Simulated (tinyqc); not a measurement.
# FinFET, parasitic resistance, capacitance and delay: several studies

Nf fins under one contact; each has gated perimeter p = 2 Hf + Wf and cross-section A = Hf Wf; contact width Wc = Nf pf, stack height Hs = Hf. Contact length Lc = CPP - Lg - 2 Lsp, shared by two neighbouring gates. Source and drain sides are equal. The formulas are first-order estimates, not field solutions.

Values chosen for this exercise; values close to those of silicon logic devices: temperature T = 300 K; number of fins Nf = 3; fin height Hf = 50 nm; fin width Wf = 7 nm; fin pitch pf = 27 nm; contacted gate pitch CPP = 60 nm; gate length Lg = 20 nm; spacer length Lsp = 5 nm; relative permittivity of the spacer ks = 3.3; gate height above the channel stack Hc = 25 nm; contact resistivity rc = 1.9e-9 ohm cm^2; resistivity of the source-drain epitaxy re = 0.00028 ohm cm; current-carrying depth of the epitaxy te = 25 nm; resistivity of the extension rx = 0.00094 ohm cm; gate overlap Lov = 1 nm; inversion capacitance Cinv = 2.5 uF/cm^2; injection velocity vx = 1.1e7 cm/s; apparent mobility mu = 170 cm^2/(V s); threshold at zero drain voltage VT = 0.21 V; barrier lowering dl = 0.059 V/V; subthreshold factor n = 1.26; wire load Cw = 0.16 fF; supply voltage Vdd = 0.7 V.

Constants: q = 1.602176634e-19 C, kB = 1.380649e-23 J/K, eps0 = 8.8541878128e-12 F/m, Vt = kB T/q. Results are converted to the units shown.

Each table varies one quantity; the others keep the values above.

## Effect of the fin height

Epitaxy sheet resistance Rsh = re/te, transfer length LT = sqrt(rc/Rsh), contact Rc = [sqrt(rc Rsh)/Wc] coth(Lc/(2 LT)); extension of one fin Rx = rx Lsp/A. With N fins: gate Cg = Cinv p N Lg; per side, plate Cp = ks eps0 [Wc (Hs + Hc) - N A]/Lsp, top fringe Cf = (2/pi) ks eps0 Wc ln(1 + Lg/(2 Lsp)), overlap Co = Cinv p N Lov. One fin: I = p Q vx u/(1 + |u|^1.8)^(1/1.8), Q = Cinv n Vt ln(1 + exp((Vg' - VT + dl Vd')/(n Vt))), u = Vd' mu/(vx Lg), Vg' = Vgs - v, Vd' = Vds - 2 v, with the drop on each side v = Rc (sum of I) + Rx I. Ieff = [I(Vgs = Vdd, Vds = Vdd/2) + I(Vdd/2, Vdd)]/2, total currents. With Cs = Cp + Cf + Co, the load of an inverter of two such devices driving an equal one is CL = 2 (Cg + 2 Cs) + 4 Cs + Cw (own drains counted twice for the Miller effect); delay CL Vdd/(2 Ieff).

The same in every row: Rc (ohm) = 163.2.

Results:
```
Hf (nm)	Rx/N (ohm)	Ieff (uA)	CL (aF)	delay (ps)
20	111.9	108.9	493.2	1.585
30	74.60	150.4	593.3	1.380
40	55.95	189.0	693.3	1.284
60	37.30	258.2	893.4	1.211
70	31.97	289.2	993.5	1.202
80	27.98	317.9	1094	1.204
90	24.87	344.6	1194	1.212
```

Estimate the missing row, Hf = 50 nm.

Computed row:
```
Hf (nm)	Rx/N (ohm)	Ieff (uA)	CL (aF)	delay (ps)
50	44.76	224.9	793.4	1.235
```

With this row back in the table: As Hf goes from 20 to 90 nm, Ieff rises from 109 to 345 uA, CL rises from 493 to 1190 aF and the delay goes from 1.58 through a minimum of 1.20 (at Hf = 70 nm among the rows listed) to 1.21 ps. From the first row to the last Ieff grows by a factor of 3.16 and CL by 2.42; the first step changes the delay by -13 %, the last by 0.70 %.

## Effect of the fin pitch

Same model as above.

The same in every row: Rx/N (ohm) = 44.76.

Results:
```
pf (nm)	Rc (ohm)	Ieff (uA)	CL (aF)	delay (ps)
18	244.8	205.6	694.3	1.182
26	169.5	223.3	782.4	1.226
30	146.9	229.0	826.4	1.263
36	122.4	235.4	892.4	1.327
44	100.2	241.3	980.5	1.422
```

Estimate the missing row, pf = 22 nm.

Computed row:
```
pf (nm)	Rc (ohm)	Ieff (uA)	CL (aF)	delay (ps)
22	200.3	215.9	738.3	1.197
```

With this row back in the table: As pf goes from 18 to 44 nm, Ieff rises from 206 to 241 uA, CL rises from 694 to 981 aF and the delay rises from 1.18 to 1.42 ps.

## Effect of the supply voltage

Same model as above.

The same in every row: Rc (ohm) = 163.2; Rx/N (ohm) = 44.76; CL (aF) = 793.4.

Effect of the supply voltage:
```
Vdd (V)	Ieff (uA)	delay (ps)
0.45	91.20	1.957
0.55	142.5	1.531
0.65	197.0	1.309
0.75	253.0	1.176
0.85	309.8	1.088
0.95	367.1	1.027
```

As Vdd goes from 0.45 to 0.95 V, Ieff rises from 91.2 to 367 uA, CL stays at 793 aF and the delay falls from 1.96 to 1.03 ps.

Computed by the program tinyqc: `OMP_NUM_THREADS=1 python tinyqc.py 2170112 2170113 out.jsonl`, one thread of a shared Intel Xeon 2.30GHz, about 0.04 s for the whole run.
